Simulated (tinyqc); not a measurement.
# Threshold-voltage variability of a planar MOSFET, analytic estimates: several studies

Three independent sources add in quadrature: random dopants in the depleted layer, metal-gate grains of two orientations, and roughness of the two gate edges acting through the roll-off VT = VT(long) - Vr exp(-L/l). These are first-order estimates: no three-dimensional electrostatics, no percolation.

Parameters, values chosen for the exercise; material values those of a made-up semiconductor:
- T = 300 K (temperature)
- Eg = 1.28 eV (band gap)
- eps_r = 13.1 (relative permittivity of the semiconductor)
- Nc = 2.72e19 cm^-3 (conduction-band density of states at T)
- Nv = 1.99e19 cm^-3 (valence-band density of states at T)
- Na = 2.3e18 cm^-3 (channel doping)
- ti = 0.9 nm (oxide-equivalent thickness in inversion)
- L = 20 nm (gate length)
- W = 22 nm (gate width)
- G = 7 nm (metal grain size)
- dW = 0.3 eV (work-function difference of the two grain orientations)
- p = 0.5 (share of the orientation of higher work function)
- De = 1 nm (rms roughness of one gate edge)
- La = 10 nm (correlation length of the roughness)
- l = 4.2 nm (decay length of the threshold roll-off)
- Vr = 2.2 V (prefactor of the roll-off)

Constants: q = 1.602176634e-19 C, kB = 1.380649e-23 J/K, Vt = kB T/q, eps0 = 8.8541878128e-14 F/cm where lengths are in cm. Results are converted to the units shown.

Each table varies one quantity; the others keep the values above.

## Effect of the oxide-equivalent thickness in inversion

ni = sqrt(Nc Nv) exp(-Eg/(2 Vt)), Eg in volts; Cox = 3.9 eps0/ti; Wd = sqrt(4 eps0 eps_r Vt ln(Na/ni)/(q Na)); dopants: s1 = (q/Cox) sqrt(Na Wd/(3 L W)). Grains: Ng = L W/G^2 (at least 1), s2 = dW sqrt(p (1 - p)/Ng). Edges, with exponential correlation and u = W/La: the mean gate length has sL^2 = 2 De^2 (2/u)[1 - (1 - exp(-u))/u]; s3 = sL (Vr/l) exp(-L/l). s = sqrt(s1^2 + s2^2 + s3^2). l and Vr are held fixed.

The same in every row: s2 (mV) = 50.057; s3 (mV) = 4.6610.

Effect of the oxide-equivalent thickness in inversion:

| ti (nm) | s1 (mV) | s (mV) | s sqrt(L W) (mV um) |
|---|---|---|---|
| 0.8 | 25.472 | 56.358 | 1.1822 |
| 1.2 | 38.208 | 63.145 | 1.3245 |
| 1.6 | 50.944 | 71.573 | 1.5013 |
| 2 | 63.680 | 81.133 | 1.7019 |
| 2.4 | 76.416 | 91.471 | 1.9187 |
| 2.8 | 89.152 | 102.35 | 2.1469 |
| 3.2 | 101.89 | 113.62 | 2.3832 |

Read the table: what changes, and by how much?

As ti goes from 0.8 to 3.2 nm, s rises from 56.4 to 114 mV. The largest source is the grains in the first row and the dopants in the last. s1 goes on average as ti^(1.00). In every row the depletion depth exceeds L, so source and drain share much of the charge and s1 is rough.

## Scaling length and width together

Same model as above.

l and Vr are held fixed. W = 1.1 L in every row; l is held fixed.

Scaling length and width together:

| L (nm) | s1 (mV) | s2 (mV) | s3 (mV) | s (mV) | s sqrt(L W) (mV um) |
|---|---|---|---|---|---|
| 13 | 44.09 | 77.01 | 27.13 | 92.79 | 1.265 |
| 16 | 35.82 | 62.57 | 12.73 | 73.21 | 1.229 |
| 20 | 28.66 | 50.06 | 4.661 | 57.87 | 1.214 |
| 24 | 23.88 | 41.71 | 1.712 | 48.10 | 1.211 |
| 29 | 19.76 | 34.52 | 0.4920 | 39.78 | 1.210 |
| 36 | 15.92 | 27.81 | 0.08650 | 32.04 | 1.210 |
| 44 | 13.03 | 22.75 | 0.01197 | 26.22 | 1.210 |

As L goes from 13 to 44 nm, s falls from 92.8 to 26.2 mV. The grains are the largest source in the first and the last row. The product s sqrt(L W) falls from 1.27 to 1.21 mV um: s1 and s2 go as 1/sqrt(L W), so the change comes from s3 alone. At L = 13 nm the gate holds under four grains, so the work function takes a few discrete values. For L = 13 to 24 nm the depletion depth exceeds L, so source and drain share much of the charge and s1 is rough.

## Effect of the correlation length of the roughness

Same model as above.

l and Vr are held fixed.

The same in every row: s1 (mV) = 28.66; s2 (mV) = 50.06.

Effect of the correlation length of the roughness:

| La (nm) | s3 (mV) | s (mV) | s sqrt(L W) (mV um) |
|---|---|---|---|
| 2 | 2.575 | 57.74 | 1.211 |
| 5 | 3.760 | 57.80 | 1.212 |
| 10 | 4.661 | 57.87 | 1.214 |
| 20 | 5.357 | 57.93 | 1.215 |
| 40 | 5.802 | 57.97 | 1.216 |
| 80 | 6.056 | 58.00 | 1.217 |
| 160 | 6.191 | 58.01 | 1.217 |

As La goes from 2 to 160 nm, s stays near 57.9 mV. The grains are the largest source in the first and the last row. The edge term s3 rises from 2.57 to 6.19 mV: a longer correlation averages out less along the width. In every row the depletion depth exceeds L, so source and drain share much of the charge and s1 is rough.

Numbers from tinyqc (`OMP_NUM_THREADS=1 python tinyqc.py 2090144 2090145 out.jsonl`; about 0.01 s on one thread of a shared Intel Xeon 2.30GHz).
